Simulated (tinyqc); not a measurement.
# Which input was changed?

Model: two-valley model of the transferred-electron effect. Computed by tinyqc, a small Python program. Command: `OMP_NUM_THREADS=1 python tinyqc.py 3021610 3021611 out.jsonl gunn which`. One thread of a shared host (Intel(R) Xeon(R) Processor @ 2.30GHz), about 0.2 s of CPU time with the checks.

Both kinds of valley share one electron temperature T_e, and each has a constant mobility.

Inputs (values chosen for the exercise, for a model semiconductor): central-valley mass m1 = 0.079 m_0; satellite-valley mass m2 = 0.56 m_0; satellite valleys Z = 3; valley separation dE = 0.35 eV; central-valley mobility mu1 = 2100 cm^2/(V s); satellite-valley mobility mu2 = 110 cm^2/(V s); energy relaxation time tau_E = 1.5 ps; lattice temperature T = 300 K; electric field F = 2.6 kV/cm; mixing = 0.05; iteration cap = 600.

Solver: damped fixed point.

Constants: k_B = 8.617333262e-05 eV/K.

Method:
- Density-of-states ratio R = Z (m2/m1)^(3/2); n2/n1 = R exp(-dE/(k_B T_e)); mean mobility mu = (mu1 + mu2 n2/n1)/(1 + n2/n1); energy balance e mu F^2 = (3/2) k_B (T_e - T)/tau_E; v = mu F.
- Fixed point from T_e = T: T_out = T + (2/3) e mu(T_e) F^2 tau_E/k_B, T_new = T_e + mixing (T_out - T_e); stop when |T_out - T_e| is below 1e-6 K.
- Using T_e as the parameter, F(T_e) = sqrt(3 k_B (T_e - T)/(2 e mu tau_E)) and v = mu F; find the first maximum and the next minimum of v, and the most negative dv/dF between them.

Task: One of these inputs alone was changed, within the range given: central-valley mobility mu1 (1050 to 4200); energy relaxation time tau_E (0.75 to 3); lattice temperature T (150 to 600); electric field F (1.3 to 5.2). Which one, and to what value?

Results:
```
run     peak velocity (1e7 cm/s)  threshold field (kV/cm)  electron temperature T_e (K)
before                 0.8321003                 5.984357                      463.3705
after                  0.8972768                 6.453099                      440.9196
```

Result:

Each candidate set to reproduce peak velocity, and what it then gives:
```
candidate                                 range searched  value needed  threshold field (kV/cm)  electron temperature T_e (K)
central-valley mobility mu1 (cm^2/(V s))    1050 to 4200          2452                   5.5079                        489.76
energy relaxation time tau_E (ps)              0.75 to 3         1.290                   6.4531                        440.92
lattice temperature T (K)                     150 to 600         210.1                   5.9257                        374.65
electric field F (kV/cm)                      1.3 to 5.2     no effect                        -                             -
```

Only energy relaxation time tau_E fits every result: it went from 1.5 to 1.29 ps. The next best candidate, central-valley mobility mu1, misses one result by 15 %.
